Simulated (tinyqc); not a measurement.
# AlGaN/GaN HEMT with access regions, lumped model: effects of single changes

A polarisation-induced electron sheet under a Schottky gate, in series with two ungated access regions and contacts. Drift law v = mu E/(1 + mu E/vs) under the gate. Currents in mA/mm, resistances in ohm mm. No self-heating, no channel-length modulation; fits for polarisation, barrier and offset are chosen for the exercise.

Values chosen for this exercise; values close to those of AlGaN/GaN structures:

| symbol | value | unit | meaning |
|---|---|---|---|
| x | 0.26 |  | aluminium share of the barrier |
| d | 20 | nm | barrier thickness |
| eps_r | 9.4 |  | relative permittivity of barrier and channel |
| mu | 1100 | cm^2/(V s) | channel mobility |
| vs | 1.3e7 | cm/s | saturation velocity |
| Lg | 1 | um | gate length |
| Ls | 1 | um | source access length |
| Ld | 4 | um | drain access length |
| Rc | 0.22 | ohm mm | resistance of each contact |
| ft | 0.25 |  | share of the drain-access electrons removed by traps |
| Vg | -1 | V | gate voltage |

Constants: q = 1.602176634e-19 C, eps0 = 8.8541878128e-14 F/cm where lengths are in cm. Results are converted to the units shown.

Each table varies one quantity; the others keep the values above.

## Output curve without and with trapping

sigma = (5e13 x + 1.6e13 x^2) cm^-2, phiB = 0.84 + 1.3 x, dEc = 0.7 (1.71 x + x^2) in volts, Cb = eps0 eps_r/d, VT = phiB - dEc - q sigma/Cb, access density n0 = -Cb VT/q. Access resistance R(L, n) = L/(q mu n sqrt(1 - (I/(q n vs))^2)); Rs = Rc + R(Ls, n0), Rd = Rc + R(Ld, (1 - ft) n0). Vg' = Vg - I Rs, Vd' = Vd - I (Rs + Rd); with u = Vg' - VT, Vc = vs Lg/mu and w the smaller of Vd' and Vc [sqrt(1 + 2 u/Vc) - 1] (0 if negative), the channel gives (mu Cb/Lg)(u w - w^2/2)/(1 + w/Vc). I equals that channel current. The two columns take ft = 0 and ft = 0.25; collapse = 1 - (second)/(first).

Output curve without and with trapping:
```
Vd (V)  I, ft = 0 (mA/mm)  I, ft = 0.25 (mA/mm)  collapse (%)
0.25                72.30                 61.19         15.36
0.5                 142.8                 121.2         15.08
1                   276.9                 237.0         14.41
2                   507.7                 444.5         12.44
3                   665.8                 607.8          8.72
4                   715.3                 704.7          1.49
6                   715.3                 715.3          0.00
8                   715.3                 715.3          0.00
12                  715.3                 715.3          0.00
```

What does the comparison show?

Without trapping the current rises from 72.3 to 715 mA/mm and first comes within 2 % of its last value at Vd = 4 V among the rows; with trapping that knee lies at 4 V. The collapse is 15 % in the first row, at most 15 % and 0 % in the last: once the gated channel saturates, the drain access only takes spare voltage. For Vd = 8 to 12 V the power passes 5 W/mm, where self-heating, left out here, lowers the current.

## Effect of the gate voltage

Same model as above.

Isat is I at Vd = 10 V, gm = dIsat/dVg, Ron the limit of Vd/I at small Vd.

The same in every row: VT (V) = -4.602; n0 (cm^-2) = 1.195e13.

Effect of the gate voltage:
```
Vg (V)  Ron (ohm mm)  Isat (mA/mm)  gm (mS/mm)
-4.2           8.881         25.87       110.6
-3.4           5.264         152.1       191.4
-2.6           4.538         321.0       227.3
-1.8           4.226         511.7       247.8
-0.9           4.037         741.4       261.2
-0.1           3.932         953.1       267.3
0.7            3.858          1168       268.5
1.5            3.804          1381       264.4
```

As Vg goes from -4.2 to 1.5 V, Ron falls from 8.88 to 3.80 ohm mm, Isat rises from 25.9 to 1380 mA/mm and gm goes from 111 through a maximum of 268 (at Vg = 0.7 V among the rows listed) to 264 mS/mm. The ceiling Cb vs is 541 mS/mm. For Vg = -1.8 to 1.5 V the power passes 5 W/mm, where self-heating, left out here, lowers the current. At Vg = 1.5 V Vg comes within 0.2 V of phiB or passes it, so at low drain current, as for Ron, the Schottky gate would conduct.

## Effect of the gate length

Same model as above.

The same in every row: VT (V) = -4.602; n0 (cm^-2) = 1.195e13.

Effect of the gate length:
```
Lg (um)  Ron (ohm mm)  Isat (mA/mm)  gm (mS/mm)
0.05            3.477          1186       335.4
0.09            3.501          1129       329.6
0.16            3.543          1058       321.0
0.29            3.622         966.0       307.9
0.52            3.762         857.2       289.3
0.93            4.010         731.9       263.8
1.7             4.477         590.0       229.3
3               5.266         454.8       190.4
```

What does the comparison show?

As Lg goes from 0.05 to 3 um, Ron rises from 3.48 to 5.27 ohm mm, Isat falls from 1190 to 455 mA/mm and gm falls from 335 to 190 mS/mm. The ceiling Cb vs is 541 mS/mm. For Lg = 0.05 to 1.7 um the power passes 5 W/mm, where self-heating, left out here, lowers the current.

tinyqc, about 0.03 s, one thread, Intel Xeon 2.30GHz (shared host): `OMP_NUM_THREADS=1 python tinyqc.py 2570154 2570155 out.jsonl`
